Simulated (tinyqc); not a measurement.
MOS capacitor with interface traps: C-V stretch-out, conductance peak and subthreshold swing. Changing the insulator thickness t_ox. Computed by tinyqc, a small Python program. Command: `OMP_NUM_THREADS=1 python tinyqc.py 3012949 3012950 out.jsonl mostraps sweep`. One thread of a shared host (Intel(R) Xeon(R) Processor @ 2.30GHz), about 0.02 s of CPU time with the checks.

Energies at the interface are counted from the valence band. psi > 0 means bending towards depletion, so the surface potential is +psi. Boltzmann statistics, full ionisation, no quantum confinement. Traps are neutral when filled up to E_n, with a sharp (zero-temperature) occupation.

Inputs (values chosen for the exercise, for a model semiconductor): gap E_g = 1.57 eV; electron mass m_e = 0.0703 m_0; valleys M_c = 1; hole mass m_h = 0.458 m_0; dielectric constant eps_s = 15.2; doping N = 1e+17 cm^-3; insulator constant eps_ox = 20.6; work-function difference phi_ms = -0.45 V; fixed charge N_f = -5.6e+11 cm^-2; trap density D_0 = 4e+12 cm^-2 eV^-1; neutrality level E_n = 1.09 eV; band bending towards depletion psi = 0.75 V; temperature T = 200 K; edge density D_1 = 4.7e+13 cm^-2 eV^-1; tail width w = 0.059 eV.

Substrate: p-type. Trap spectrum: U-shaped.

Constants: m_0 = 9.1093837015e-31 kg; k_B = 1.380649e-23 J/K; h = 6.62607015e-34 J s; k_B = 8.617333262e-05 eV/K; eps_0 = 8.8541878128e-12 F/m; e = 1.602176634e-19 C.

Method:
- N_c = 2 M_c (2 pi m_e k_B T/h^2)^(3/2) and N_v = 2 (2 pi m_h k_B T/h^2)^(3/2), masses in units of m_0.
- n_i = sqrt(N_c N_v) exp(-E_g/2 k_B T); E_F = k_B T ln(N_v/N); phi_B = (k_B T/e) ln(N/n_i); L_D = sqrt(eps_s eps_0 k_B T/(e^2 N)); C_ox = eps_ox eps_0/t_ox.
- With u = psi/k_B T and r = (n_i/N)^2: F = sqrt(exp(-u) + u - 1 + r (exp(u) - u - 1)); Q_s = -sign(u) sqrt(2) eps_s eps_0 (k_B T/e) F/L_D; C_s = (eps_s eps_0/(sqrt(2) L_D)) |1 - exp(-u) + r (exp(u) - 1)|/F; at high frequency, below strong inversion, the terms in r are dropped.
- D(E) = D_0 + D_1 [exp(-E/w) + exp(-(E_g - E)/w)].
- E_F at the interface is E_s = E_F + psi; Q_it = -e int from E_n to E_s of D(E) dE; C_it = e D(E_s) (per volt); V_G = phi_ms + psi - (Q_s + Q_it + e N_f)/C_ox.
- C_LF = [1/C_ox + 1/(C_s + C_it)]^-1; C_HF = [1/C_ox + 1/C_s(HF)]^-1; high-low estimate D = [(1/C_LF - 1/C_ox)^-1 - (1/C_HF - 1/C_ox)^-1]/e; stretch-out |dV_G/d psi| = 1 + (C_s + C_it)/C_ox; swing factor at this bending (the subthreshold swing when psi lies between phi_B and 2 phi_B) S = ln(10) (k_B T/e)(1 + (C_s(HF) + C_it)/C_ox).

One run for each value:
```
insulator thickness t_ox (nm)  swing factor S (mV/decade)  C_HF (microF/cm^2)  stretch-out  gate voltage V_G (V)
1.5                                                  42.2              0.1201        1.063                0.3075
2.7                                                  44.2              0.1192        1.113                0.3134
5.0                                                  48.0              0.1174        1.209                0.3249
9.1                                                  54.8              0.1144        1.380                0.3453
17.0                                                 67.9              0.1090        1.710                0.3847
30.0                                                 89.4              0.1011        2.254                0.4494
55.0                                                130.9              0.0888        3.298                0.5739
100.0                                               205.5              0.0729        5.179                0.7980
```

Describe and explain the trends.

Over the rows, swing factor S (mV/decade) rises from 42.2 to 206 (exponent d ln y / d ln x 0.078 between the first rows and 0.75 between the last); C_HF (microF/cm^2) falls from 0.120 to 0.0729 (exponent d ln y / d ln x -0.013 between the first rows and -0.33 between the last); stretch-out rises from 1.06 to 5.18 (exponent d ln y / d ln x 0.078 between the first rows and 0.75 between the last). At the low end the exponent of C_HF is -0.01, close to 0: the depletion capacitance rules the series. A thinner insulator raises C_ox, so the same traps and the same depletion layer cost less gate voltage.

Caution (all rows): traps deeper than about 24 k_B T and minority carriers reach equilibrium slowly or not at all, so the charges here are limits for very slow sweeps.
